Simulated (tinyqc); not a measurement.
Gap voltage and exponent from three temperatures.

Inverse problem. At constant current VBE(T) = Vg0 - a T - eta (kB T/q) ln T, where a is a constant. Find Vg0, eta and dVBE/dT at the middle temperature.

Constants: q = 1.602176634e-19 C, kB = 1.380649e-23 J/K. Results are converted to the units shown.

T (K): [253, 330, 390]
VBE at a constant current (V): [0.7850558737, 0.6449798975, 0.5314281862]

Answer. The relation is linear in Vg0, a and eta, so three points give a linear system; the slope is (VBE - Vg0 - eta kB T/q)/T. eta rests on the curvature of VBE(T) alone, so real fits need accuracy of some tens of microvolts or better.

Vg0 = 1.15 V
eta = 4.00
dVBE/dT = -1.86 mV/K

Numbers from tinyqc (`OMP_NUM_THREADS=1 python tinyqc.py 2062138 2062139 out.jsonl`; about 0.03 s on one thread of a shared Intel Xeon 2.30GHz).
